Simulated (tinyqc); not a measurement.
# Pillar capacitor in an array: capacitance, non-linearity, leakage and relaxation: what changes with what

A film between two metal electrodes, each interface adding a series capacitance ci. The small-signal permittivity is ek (1 + aq E^2); the field is found with the linear permittivity. Leakage J = J0 sinh(E/Ef). After a voltage step the film passes a relaxation current kr C V tt^(-nr), tt being the time in seconds. The sidewall is a coaxial capacitor with radii a = dm/2 and b = dm/2 + t, depth AR dm; the end face is left out.

Parameters, values chosen for the exercise; permittivity of the order of that of tantalum oxide:
```
symbol,value,unit,meaning
ek,26.4,,relative permittivity of the film
t,5.4,nm,film thickness
ci,1000,uF/cm^2,capacitance of each electrode interface (dead layer and screening)
aq,0.0052,cm^2/MV^2,quadratic field coefficient of the permittivity
V,0.5,V,bias
nr,0.945,,exponent of the relaxation current
kr,0.00027,,strength of the relaxation
J0,1e-11,A/cm^2,leakage prefactor
Ef,0.26,MV/cm,field for an e-fold rise of the leakage
AR,20,,"aspect ratio, depth over diameter"
pt,92,nm,pitch of the square array
rho,1600,uohm cm,resistivity of the inner electrode
t0,1e-7,s,duration of the write pulse
```

Constants: eps0 = 8.8541878128e-14 F/cm where lengths are in cm. Results are converted to the units shown.

Each table varies one quantity; the others keep the values above.

## Capacitance, non-linearity and leakage against thickness

Planar film: Cf = eps0 ek/t, 1/C = 1/Cf + 2/ci, EOT = 3.9 eps0/C, effective permittivity C t/eps0, E = (V/t) C/Cf; quadratic coefficient [C(V)/C - 1]/V^2 with Cf (1 + aq E^2) in C(V).

Results:
```
t (nm)	C (uF/cm^2)	EOT (nm)	effective permittivity	E (MV/cm)	quadratic coefficient (ppm/V^2)	J (A/cm^2)
2.5	9.1784	0.37622	25.915	1.9633	78673	9.5142e-9
3.7	6.2388	0.55350	26.071	1.3345	36576	8.4730e-10
8.2	2.8345	1.2183	26.250	0.60630	7602.6	5.1003e-11
12	1.9404	1.7796	26.298	0.41505	3569.2	2.3662e-11
18	1.2953	2.6660	26.332	0.27706	1592.5	1.2790e-11
27	0.86425	3.9955	26.354	0.18487	709.61	7.7246e-12
40	0.58369	5.9160	26.369	0.12485	323.86	4.9888e-12
60	0.38928	8.8705	26.379	0.083268	144.11	3.2577e-12
```

Estimate the missing row, t = 5.5 nm.

Computed row:
```
t (nm)	C (uF/cm^2)	EOT (nm)	effective permittivity	E (MV/cm)	quadratic coefficient (ppm/V^2)	J (A/cm^2)
5.5	4.2142	0.81941	26.177	0.90143	16758	1.6005e-10
```

With this row back in the table: C falls from 9.18 to 0.389 uF/cm^2 while the effective permittivity goes from 25.9 to 26.4 (ek = 26.4). EOT is a straight line in t with slope 3.9/ek = 0.148 and intercept 0.00691 nm. The quadratic coefficient goes as t^(-1.95) between the first two rows and t^(-2.00) between the last two (-2 without interfaces), and J falls by 3.47 decades. For t = 2.5, 3.7 direct tunnelling, left out, would add to the leakage.

## Cell against the diameter of the pillar

Per length 1/c = ln(b/a)/(2 pi eps0 ek) + (1/a + 1/b)/(2 pi ci); cell capacitance c AR dm; per footprint over pt^2; fields c V/(2 pi eps0 ek r) at r = a and b; resistance of the inner electrode rho AR dm/(pi a^2); time constant R C/3 of the distributed line. The pitch is scaled as pt dm/(54 nm).

Cell against the diameter of the pillar:
```
dm (nm)	cell capacitance (fF)	per footprint (uF/cm^2)	field at a (MV/cm)	field at b (MV/cm)	R (kohm)	R C/3 (ps)
25	2.027	111.7	1.104	0.7711	16.30	11.01
34	3.589	107.0	1.057	0.8022	11.98	14.34
45	6.092	103.6	1.024	0.8259	9.054	18.39
60	10.56	101.0	0.9983	0.8460	6.791	23.89
81	18.85	98.96	0.9779	0.8628	5.030	31.60
110	34.20	97.39	0.9623	0.8763	3.704	42.23
```

What does the table show?

As dm goes from 25 to 110, the cell capacitance rises from 2.03 to 34.2 fF, the capacitance per footprint falls from 112 to 97.4 uF/cm^2, the ratio of the two fields falls from 1.43 to 1.10 and R C/3 rises from 11.0 to 42.2 ps; the time constant goes as dm^(0.86) between the first two rows and dm^(0.95) between the last two.

## Charge lost after writing

Planar film: Cf = eps0 ek/t, 1/C = 1/Cf + 2/ci, EOT = 3.9 eps0/C, effective permittivity C t/eps0, E = (V/t) C/Cf. A capacitor written for t0 and then left open loses, as a share of C V, kr (tt^(1 - nr) - t0^(1 - nr))/(1 - nr) by relaxation and J tt/(C V) by leakage; both are taken as small, and rows far outside that range are left out.

The same in every row: leakage current (nA/cm^2) = 0.1706.

Charge lost after writing:
```
tt (s)	relaxation current (nA/cm^2)	loss by relaxation (%)	loss by leakage (%)	total loss (%)
1e-6	2.710e5	0.02731	7.950e-9	0.02731
1e-5	3.076e4	0.05831	7.950e-8	0.05831
0.0001	3491	0.09350	7.950e-7	0.09350
0.001	396.2	0.1334	7.950e-6	0.1334
0.01	44.97	0.1788	7.950e-5	0.1788
0.1	5.104	0.2302	7.950e-4	0.2310
1	0.5794	0.2886	0.007950	0.2966
10	0.06576	0.3549	0.07950	0.4344
100	0.007464	0.4301	0.7950	1.225
1000	8.471e-4	0.5155	7.950	8.466
```

What does the comparison show?

The two currents are equal at tt = 3.65 s. The loss by relaxation grows from 0.0273 to 0.515 %, by 0.0310 points over the first decade and 0.0854 over the last, while the loss by leakage grows tenfold a decade. Leakage is the larger loss for tt = 100, 1000 s. For tt = 1000 the falling voltage would already cut the leakage, so the linear estimate overstates the loss.

tinyqc, about 0.01 s, one thread, Intel Xeon 2.30GHz (shared host): `OMP_NUM_THREADS=1 python tinyqc.py 2102003 2102004 out.jsonl`
